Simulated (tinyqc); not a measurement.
Worked calculation: thermal, flicker and telegraph noise of a field-effect transistor. Computed by tinyqc, a small Python program that keeps every step. Command: `OMP_NUM_THREADS=1 python tinyqc.py 3028384 3028385 out.jsonl noise walk`. One thread of a shared host (Intel(R) Xeon(R) Processor @ 2.30GHz), about 0.01 s of CPU time with the checks. Intermediate numbers are printed to about 7 digits and carried at full precision; extremes and crossings named in words are read from the listed rows.

Strong inversion, threshold roll-off and channel-length modulation left out; noise sources are uncorrelated and are given as one-sided spectral densities. The drain voltage is 50 mV.

Inputs (values chosen for the exercise, modelled on a high-k silicon transistor):

| quantity | value | unit |
|---|---|---|
| width W | 7 | micrometre |
| length L | 2800 | nm |
| electrical oxide thickness t | 2 | nm |
| mobility mu | 410 | cm^2/(V s) |
| overdrive V_ov | 0.44 | V |
| oxide trap density N_t | 1.6e+18 | 1/(eV cm^3) |
| oxide barrier phi | 2.9 | eV |
| oxide mass m_ox | 0.2 | m_0 |
| Coulomb scattering coefficient alpha_sc | 38000 | V s/C |
| frequency f | 20000 | Hz |
| temperature T | 300 | K |

Operating region: linear. Flicker model: number with correlated mobility.

Constants: eps_0 = 8.8541878128e-12 F/m; hbar = 1.054571817e-34 J s; m_0 = 9.1093837015e-31 kg; e = 1.602176634e-19 C; k_B = 8.617333262e-05 eV/K; k_B = 1.380649e-23 J/K.

## Operating point

C_ox = 3.9 eps_0/t; I = mu C_ox (W/L) V_ov V_D; g_m = I/V_ov; g_d0 = I/V_D.

C_ox = 1.726567 microfarad/cm^2

drain current I = 38.93408 microampere

g_m = 88.48654 microsiemens

g_d0 = 778.6815 microsiemens

## Flicker noise

Tunnelling length lambda = hbar/(2 sqrt(2 m_ox phi)); flat-band noise S_Vfb = e^2 k_B T lambda N_t/(W L C_ox^2 f). S_I = g_m^2 S_Vfb (1 + alpha_sc mu C_ox I/g_m)^2.

tunnelling length lambda = 1.281497 angstrom

S_Vfb = 1.164393e-15 V^2/Hz

flicker S_I = 1.502141e-21 A^2/Hz

flicker S_I/I^2 = 9.909482e-13 1/Hz

## Thermal noise and corner

Thermal: S_I = 4 k_B T g_d0; input-referred S_V = S_I/g_m^2; corner f_c where flicker equals thermal. Total input noise from 1 Hz to f_c: sqrt(S_V,thermal [f_c ln(f_c/1 Hz) + f_c - 1 Hz]).

thermal S_I = 1.290103e-23 A^2/Hz

input-referred thermal noise = 40.59149 nV/sqrt(Hz)

corner frequency f_c = 2328715 Hz

input noise up to f_c = 245.1323 microvolt

full shot noise 2eI over thermal S_I = 0.9670432

At f the noise is flicker dominated (f_c/f = 116).

## How many traps?

Active traps per decade of time constant: N_dec = N_t k_B T W L lambda ln(10); a single trap at the interface shifts the threshold by e/(W L C_ox) and the current by g_m times that; tunnelling depth for frequency f, z = lambda ln(1/(2 pi f tau_0)), tau_0 = 1e-10 s.

traps per decade = 239.2232

threshold step of one trap = 4.734466e-04 mV

current step of one trap = 1.076015e-04 %

depth probed at f = 1.446103 nm

With several traps per decade their Lorentzians merge into 1/f.

## Telling the models apart

The formulas are those given above.

Against the overdrive:

| V_ov (V) | I (microampere) | (g_m/I)^2 (1/V^2) | S_I/I^2 (1/Hz) | S_I/g_m^2 (V^2/Hz) |
|---|---|---|---|---|
| 0.20 | 17.69731 | 25.00000 | 1.184891e-12 | 4.739565e-14 |
| 0.25 | 22.12163 | 16.00000 | 1.111768e-12 | 6.948547e-14 |
| 0.32 | 28.31569 | 9.76562 | 1.049695e-12 | 1.074887e-13 |
| 0.40 | 35.39462 | 6.25000 | 1.006449e-12 | 1.610318e-13 |
| 0.50 | 44.24327 | 4.00000 | 9.725066e-13 | 2.431267e-13 |
| 0.63 | 55.74652 | 2.51953 | 9.449296e-13 | 3.750426e-13 |
| 0.80 | 70.78923 | 1.56250 | 9.226853e-13 | 5.905186e-13 |
| 1.00 | 88.48654 | 1.00000 | 9.063693e-13 | 9.063693e-13 |

S_I/I^2 falls as V_ov^-0.29 at first and V_ov^-0.08 at the end; (g_m/I)^2 as V_ov^-2.00 and V_ov^-2.00. The input-referred noise rises by a factor 19.1, because trapped charge also scatters, and that term grows with I/g_m.

Checks made by the program: g_m against a numerical derivative of I (relative difference below 1e-10).
